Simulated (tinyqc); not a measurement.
Pariser-Parr-Pople SCF with singles CI, for the molecule OC=C1C=CC=C1O (SMILES; centres numbered as the heavy atoms are written), step by step. One step of it, computed by the program tinyqc.

Question. Iteration 3: Fock matrix. F_rr = H_rr + P_rr gamma_rr / 2 + sum_(s != r) P_ss gamma_rs; F_rs = H_rs - P_rs gamma_rs / 2; E = tr P (H + F) / 2 + core repulsion sum_(r<s) z_r z_s gamma_rs.

P after iteration 2, order 1O, 2C, 3C, 4C, 5C, 6C, 7C, 8O:
```
[[1.846660, 0.414013, -0.246777, -0.073449, 0.131336, 0.098108, -0.118569, 0.067332],
 [0.414013, 0.861007, 0.773331, 0.093040, -0.305080, -0.211976, 0.206092, -0.148645],
 [-0.246777, 0.773331, 1.061067, 0.427842, -0.060254, -0.089341, 0.373548, -0.055970],
 [-0.073449, 0.093040, 0.427842, 1.126417, 0.793171, -0.151993, -0.345904, 0.122667],
 [0.131336, -0.305080, -0.060254, 0.793171, 1.027880, 0.502256, -0.058760, -0.020868],
 [0.098108, -0.211976, -0.089341, -0.151993, 0.502256, 1.127166, 0.768547, -0.235077],
 [-0.118569, 0.206092, 0.373548, -0.345904, -0.058760, 0.768547, 1.048849, 0.296270],
 [0.067332, -0.148645, -0.055970, 0.122667, -0.020868, -0.235077, 0.296270, 1.900954]]
```

core matrix H (eV), order 1O, 2C, 3C, 4C, 5C, 6C, 7C, 8O:
```
[[-64.270407, -2.240000, 0.000000, 0.000000, 0.000000, 0.000000, 0.000000, 0.000000],
 [-2.240000, -49.915232, -2.390000, 0.000000, 0.000000, 0.000000, 0.000000, 0.000000],
 [0.000000, -2.390000, -52.526249, -2.390000, 0.000000, 0.000000, -2.390000, 0.000000],
 [0.000000, 0.000000, -2.390000, -46.358868, -2.390000, 0.000000, 0.000000, 0.000000],
 [0.000000, 0.000000, 0.000000, -2.390000, -44.460331, -2.390000, 0.000000, 0.000000],
 [0.000000, 0.000000, 0.000000, 0.000000, -2.390000, -46.971918, -2.390000, 0.000000],
 [0.000000, 0.000000, -2.390000, 0.000000, 0.000000, -2.390000, -53.926531, -2.240000],
 [0.000000, 0.000000, 0.000000, 0.000000, 0.000000, 0.000000, -2.240000, -66.223425]]
```

repulsion gamma_rs (eV), order 1O, 2C, 3C, 4C, 5C, 6C, 7C, 8O:
```
[[21.500000, 6.309260, 4.354060, 3.110141, 2.596189, 2.786459, 3.782926, 4.165686],
 [6.309260, 11.130000, 5.345422, 3.800585, 2.929221, 2.928971, 3.801070, 3.665721],
 [4.354060, 5.345422, 11.130000, 5.344863, 4.046484, 4.046377, 5.346922, 4.264031],
 [3.110141, 3.800585, 5.344863, 11.130000, 5.347459, 4.046760, 4.046508, 3.196206],
 [2.596189, 2.929221, 4.046484, 5.347459, 11.130000, 5.346110, 4.046424, 3.196128],
 [2.786459, 2.928971, 4.046377, 4.046760, 5.346110, 11.130000, 5.345300, 4.262741],
 [3.782926, 3.801070, 5.346922, 4.046508, 4.046424, 5.345300, 11.130000, 6.307227],
 [4.165686, 3.665721, 4.264031, 3.196206, 3.196128, 4.262741, 6.307227, 21.500000]]
```

Centres (angstrom, eV; a flat drawing with bonds scaled to 1.40 angstrom):
```
centre          x          y  core charge z          W   gamma_rr
1O      -2.564000  -0.146000              2  33.000000  21.500000
2C      -1.487000  -1.040000              1  11.160000  11.130000
3C      -0.174000  -0.554000              1  11.160000  11.130000
4C       0.991000  -1.331000              1  11.160000  11.130000
5C       2.089000  -0.464000              1  11.160000  11.130000
6C       1.604000   0.849000              1  11.160000  11.130000
7C       0.205000   0.793000              1  11.160000  11.130000
8O      -0.663000   1.892000              2  33.000000  21.500000
```

Give: F; pi energy.

Answer.

F (eV), order 1O, 2C, 3C, 4C, 5C, 6C, 7C, 8O:
```
[[-13.167, -3.546, 0.537, 0.114, -0.170, -0.137, 0.224, -0.140],
 [-3.546, -6.252, -4.457, -0.177, 0.447, 0.310, -0.392, 0.272],
 [0.537, -4.457, -5.524, -3.533, 0.122, 0.181, -3.389, 0.119],
 [0.114, -0.177, -3.533, -5.025, -4.511, 0.308, 0.700, -0.196],
 [-0.170, 0.447, 0.122, -4.511, -4.761, -3.733, 0.119, 0.033],
 [-0.137, 0.310, 0.181, 0.308, -3.733, -4.975, -4.444, 0.501],
 [0.224, -0.392, -3.389, 0.700, 0.119, -4.444, -5.426, -3.174],
 [-0.140, 0.272, 0.119, -0.196, 0.033, 0.501, -3.174, -12.109]]
```

pi energy = -166.287 eV
